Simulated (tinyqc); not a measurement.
Inputs raised by 2 %, one at a time: self-heating of a transistor with one or more fingers, with temperature-dependent conductivity. Computed by tinyqc, a small Python program. Command: `OMP_NUM_THREADS=1 python tinyqc.py 3004214 3004215 out.jsonl selfheat sens`. One thread of a shared host (Intel(R) Xeon(R) Processor @ 2.30GHz), about 0.2 s of CPU time with the checks.

N long parallel fingers lie on the top face of a slab whose bottom is held at T_0; the top is otherwise insulated, and heat flows in two dimensions. P in W/mm is 1000 P in W/m.

Inputs (values chosen for the exercise, modelled on diamond): conductivity at the base temperature kappa_0 = 1650 W/(m K); exponent m in kappa ~ T^-m = 1.22; base temperature T_0 = 358 K; power per gate width P = 16 W/mm; fingers N = 4; finger pitch s = 15 micrometre; width of the heat source w = 0.37 micrometre; substrate thickness t = 170 micrometre; phonon free path Lambda = 320 nm; heat capacity C = 1.76 1e6 J/(m^3 K); pulse length = 96 microsecond; power coefficient beta = 2.6 1e-3/K.

Power: power rises with temperature.

Method:
- A line source of power P on the top face raises the top at distance x by (P/(pi kappa_0)) g(x), g(x) = -ln tanh(pi x/(4 t)) (the image sum for the slab). On a strip of width w the centre sees the mean of g over the strip, g_0 = 1 + ln(8 t/(pi w)) for w much below t.
- theta_i = (P/(pi kappa_0)) [g_0 + sum over j != i of g(|i - j| s)], with equal powers and constant conductivity; thermal resistance = largest theta/P.
- Near a source smaller than the free path, Fourier's law overstates the flow. Rough estimate: a strip that emits phonons into a half space adds a resistance times area of 4 Lambda/(3 kappa_0), from the ballistic flux C v Delta T/4 with kappa_0 = C v Lambda/3, so Delta T_b = 4 Lambda P/(3 kappa_0 w); Knudsen number Lambda/w.
- Kirchhoff transformation for kappa = kappa_0 (T/T_0)^-m: T = T_0 [1 - (m - 1) theta/T_0]^(-1/(m - 1)), where theta is the linear rise.
- The power follows P [1 + beta (T - T_0)] with T the peak temperature, for all fingers alike. Start at T_0 and repeat; stop when T changes by less than 1e-6 K, after 50 steps, or when the bracket falls below 0.05.
- After switching on, theta(tau) = (P D/kappa_0) int_0^tau X(u) Z(u) du at the hottest finger, D = kappa_0/C; X = sum over fingers at distance x of [erf((x + w/2)/r) - erf((x - w/2)/r)]/(2 w), Z = sum_(j=-200..200) (-1)^j exp(-(2 j t/r)^2)/sqrt(pi D u), r = 2 sqrt(D u); trapezoid rule on 300 points evenly spaced in ln u from u_0 = 1e-3 min(tau, w^2/D) to tau, plus the exact piece 2 sqrt(u_0/(pi D))/w below u_0. Conductivity and power are held at their base values here, and Fourier's law is used even where the diffusion length is near a phonon free path.

Runs; columns: (1) input moved; (2) from; (3) to; (4) thermal resistance (K mm/W); (5) peak temperature with feedback (K); (6) ballistic rise Delta T_b (K); (7) linear rise after the pulse (K):
```
(1)                                                      (2)     (3)    (4)    (5)    (6)     (7)
base run                                                   -       -  2.969  418.5  11.18  47.499
conductivity at the base temperature kappa_0 (W/(m K))  1650    1683  2.911  417.0  10.96  46.568
exponent m in kappa ~ T^-m                              1.22  1.2444  2.969  418.7  11.18  47.499
power per gate width P (W/mm)                             16   16.32  2.969  420.1  11.41  48.449
finger pitch s (micrometre)                               15    15.3  2.957  418.2  11.18  47.316
width of the heat source w (micrometre)                 0.37  0.3774  2.965  418.4  10.96  47.438
substrate thickness t (micrometre)                       170   173.4  2.984  418.9  11.18  47.741
heat capacity C (1e6 J/(m^3 K))                         1.76  1.7952  2.969  418.5  11.18  47.498
```

Exponents ln(y'/y) / ln(x'/x):
```
input                                         thermal resistance  peak temperature with feedback  ballistic rise Delta T_b  linear rise after the pulse
conductivity at the base temperature kappa_0              -1.000                          -0.184                        -1                       -1.000
exponent m in kappa ~ T^-m                                 0.000                           0.018                         0                        0.000
power per gate width P                                     0.000                           0.190                         1                        1.000
finger pitch s                                            -0.194                          -0.036                         0                       -0.195
width of the heat source w                                -0.065                          -0.012                        -1                       -0.065
substrate thickness t                                      0.258                           0.048                         0                        0.257
heat capacity C                                            0.000                           0.000                         0                       -0.001
```

Among the inputs moved here: thermal resistance answers most in size to conductivity at the base temperature kappa_0 (exponent -1.000), next to substrate thickness t (+0.258); its exponent is below 0.0005 for exponent m in kappa ~ T^-m, power per gate width P, heat capacity C. Its exponent -1.000 in conductivity at the base temperature kappa_0: the linear problem scales as 1/kappa_0. Its exponent 0.000 in power per gate width P: R is defined for the linear problem. Peak temperature with feedback answers most in size to power per gate width P (exponent +0.190), next to conductivity at the base temperature kappa_0 (-0.184); its exponent is below 0.0005 for heat capacity C. ballistic rise Delta T_b answers most in size to conductivity at the base temperature kappa_0 (exponent -1.000), and about equally to power per gate width P (+1.000), width of the heat source w (-1.000); its exponent is below 0.0005 for exponent m in kappa ~ T^-m, finger pitch s, substrate thickness t, heat capacity C. Its exponent -1.000 in width of the heat source w: the ballistic term goes as the flux P/w. Linear rise after the pulse answers most in size to conductivity at the base temperature kappa_0 (exponent -1.000), and about equally to power per gate width P (+1.000); its exponent is below 0.0005 for exponent m in kappa ~ T^-m.

Caution (all rows): the source is narrower than two phonon free paths, so the Fourier result understates the rise at the source.
